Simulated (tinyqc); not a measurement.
Worked calculation: UHF in the 3-21g basis, for H2+, spin multiplicity 2. One step of it, computed by the program tinyqc.

Task: Iteration 2: DIIS coefficients. Solve [B -1; -1 0][c; lambda] = [0; -1] for the coefficients, which sum to one.

B (overlaps of the stored error matrices):
```
               1              2
1  6.4338719e-01  2.3028515e-01
2  2.3028515e-01  8.9997247e-02
```

Give: DIIS coefficients.

Result:

DIIS coefficients: -0.514  1.514
